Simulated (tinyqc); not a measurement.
Surface potential of a MOS transistor: implicit equation and explicit approximations: accuracy of the approximations against gate voltage.

p-type body, charge-sheet picture, depletion and inversion only, full ionisation (an idealisation for deep acceptors), Boltzmann statistics (rough once Na exp(x - xn) passes about Nc/7). In units of Vt: xg = (Vg - Vfb)/Vt, x = psi/Vt, G = gamma/sqrt(Vt), xn = (2 phiF + Vc)/Vt. The implicit equation is (xg - x)^2 = G^2 [x - 1 + exp(x - xn)] for x above about 3. Cox = eps0 eox/tox.

ni = sqrt(Nc Nv) exp(-Eg/(2 Vt)), Eg in volts; phiF = Vt ln(Na/ni); gamma = sqrt(2 q eps0 eps_r Na)/Cox; VT = Vfb + Vt (xn + G sqrt(xn - 1)). Depletion value a = 1 + [sqrt(G^2/4 + xg - 1) - G/2]^2; inversion value b = xn + ln[(xg - xn)^2/G^2 - xn + 1] and first guess y = min(a, b) - ln(1 + exp(-|a - b|)) if a > xn + 1, else b = y = a; one second-order correction with D = exp(y - xn), p = 2 (xg - y) + G^2 (1 + D), w = (xg - y)^2 - G^2 (y - 1 + D): z = y + 2 w/(p + sqrt(p^2 - 2 (2 - G^2 D) w)), or the Newton step z = y + w/p where the root is not real. N_inv = (Cox Vt G/q) [sqrt(x - 1 + exp(x - xn)) - sqrt(x - 1)] at the root. Lambert form (Cox m Vt/q) W0[(G/(2 m sqrt(xn - 1))) exp((Vg - VT)/(m Vt))], m = 1 + G/(2 sqrt(xn - 1)). Errors under 1e-4 mV, and the linear form below VT, are printed as 0.

Inputs (values chosen for the exercise); band and dielectric values close to those of silicon:
```
symbol    value   unit                                                                 meaning
T           250      K                                                             temperature
Eg         1.11     eV                                                                band gap
eps_r      11.9                                                          relative permittivity
Nc      2.14e19  cm^-3                                  conduction-band density of states at T
Nv      1.99e19  cm^-3                                     valence-band density of states at T
eox         3.9         relative permittivity of the gate insulator (close to silicon dioxide)
tox         7.6     nm                                                     insulator thickness
Na       1.2e17  cm^-3                                                        acceptor density
Vfb        -0.4      V                                                       flat-band voltage
Vc            0      V                                                    channel-body voltage
```

Constants: q = 1.602176634e-19 C, kB = 1.380649e-23 J/K, Vt = kB T/q, eps0 = 8.8541878128e-14 F/cm where lengths are in cm. Results are converted to the units shown.

Accuracy of the approximations against gate voltage:
```
Vg (V)  psi (V)   x - xn  error of y (mV)  error of z (mV)  N_inv (cm^-2)  Cox (Vg - VT)/q (cm^-2)  Lambert form (cm^-2)
0.5      0.5715   -14.70                0                0           7516                        0                  4348
0.7      0.7277   -7.450          2.61e-3                0        9.363e6                        0               7.855e6
0.9      0.8843  -0.1834             3.44         -2.26e-3       1.207e10                        0              1.210e10
1.1      0.9583    3.255             12.9            -1.30       3.201e11                 5.654e11              3.294e11
1.3      0.9819    4.349             8.65           -0.318       8.053e11                 1.133e12              8.269e11
1.5      0.9959    4.998             6.67           -0.134       1.324e12                 1.700e12              1.357e12
1.7       1.006    5.470             5.55          -0.0738       1.856e12                 2.267e12              1.898e12
1.9       1.014    5.844             4.80          -0.0466       2.395e12                 2.834e12              2.446e12
2.1       1.021    6.155             4.26          -0.0320       2.939e12                 3.401e12              2.998e12
```

psi rises from 0.571 to 1.02 V and ends 6.2 Vt above 2 phiF + Vc. Among the rows the first guess is off by at most 13 mV (at Vg = 1.1 V) and the corrected value by at most 1.3 mV. In the last row the linear form is 16 % above N_inv and the Lambert form 2.0 % above it; in the first row the Lambert form is 42 % below it. For Vg = 1.1, 1.3, 1.5, 1.7, 1.9, 2.1 the electron quasi-Fermi level lies less than 2 Vt below the band edge at the surface, or above it, where degeneracy and confinement, left out, matter.

Computed by the program tinyqc: `OMP_NUM_THREADS=1 python tinyqc.py 2122104 2122105 out.jsonl`, one thread of a shared Intel Xeon 2.30GHz, about 0.01 s for the whole run.
